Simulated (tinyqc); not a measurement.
Changing the C12: anisotropic elasticity and sound waves of a cubic crystal. Computed by tinyqc, a small Python program. Command: `OMP_NUM_THREADS=1 python tinyqc.py 3011222 3011223 out.jsonl cubicelastic sweep`. One thread of a shared host (Intel(R) Xeon(R) Processor @ 2.30GHz), about 0.01 s of CPU time with the checks.

Voigt order 1..6 = xx, yy, zz, yz, xz, xy, with engineering shear strains. The rotated frame has x' as named, z' along the wafer normal and y' = z' x x'.

Inputs (values chosen for the exercise, modelled on titanium nitride):
```
quantity                                value   unit
C11                                       629    GPa
C44                                     163.8    GPa
expansion coefficient of the film         9.5  ppm/K
expansion coefficient of the substrate    5.7  ppm/K
cooling Delta T                           700      K
```

Frame: (001) wafer, x' along [210].

direction cosines a (rows x', y', z' in the cube axes):
```
            x         y         z
x'   0.894427  0.447214  0.000000
y'  -0.447214  0.894427  0.000000
z'   0.000000  0.000000  1.000000
```

Method:
- S11 = (C11 + C12)/D, S12 = -C12/D, D = (C11 - C12)(C11 + 2 C12), S44 = 1/C44. Zener ratio A = 2 C44/(C11 - C12); S0 = S11 - S12 - S44/2; H = 2 C44 + C12 - C11.
- C'_ijkl = C12 delta_ij delta_kl + C44 (delta_ik delta_jl + delta_il delta_jk) - H sum_m a_im a_jm a_km a_lm.
- Invert C' to S'. E along x' = 1/S'11, along y' = 1/S'22; Poisson ratios nu(x'y') = -S'12/S'11 and nu(x'z') = -S'13/S'11; in-plane shear modulus 1/S'66.
- On cooling, a thick substrate imposes eps_1 = eps_2 = (alpha_film - alpha_substrate) Delta T and eps_6 = 0; the free surface sets sigma_3 = sigma_4 = sigma_5 = 0, which fixes eps_3, eps_4, eps_5. Biaxial modulus M = (sigma_1 + sigma_2)/(2 eps); energy density M eps^2. Elastic response and constant coefficients are assumed.

One run for each value:
```
C12 (GPa)  E along x' (GPa)  biaxial modulus M (GPa)  Zener ratio A  nu(x'z')  in-plane shear modulus (GPa)
31.5                 490.51                   657.34         0.5483   0.03737                        230.41
98.3                 491.70                   696.58         0.6173   0.11031                        216.93
165.0                482.74                   707.43         0.7060   0.17900                        201.76
232.0                464.04                   689.86         0.8252   0.24810                        184.43
366.0                393.73                   569.07         1.2456   0.40259                        141.55
432.0                337.86                   467.60         1.6629   0.49625                        115.01
499.0                259.85                   336.26         2.5200   0.61305                         83.03
566.0                149.95                   176.38         5.2000   0.76502                         44.41
```

Over the rows, E along x' (GPa) goes from 491 through a maximum among these rows, 492 at 98.3, to 150; biaxial modulus M (GPa) goes from 657 through a maximum among these rows, 707 at 165, to 176; Zener ratio A rises from 0.548 to 5.20 (exponent d ln y / d ln x 0.10 between the first rows and 5.7 between the last). As C12 nears C11 the shear constant (C11 - C12)/2 vanishes, and directions that use it turn soft. Left out: 299 (the crystal is unstable or isotropic).

Caution (all rows): the thermal stress of this film exceeds 200 MPa, which can relax by slip, cracking or buckling in a real film.

Extremes, crossings and ranges named in words are read from the listed rows.
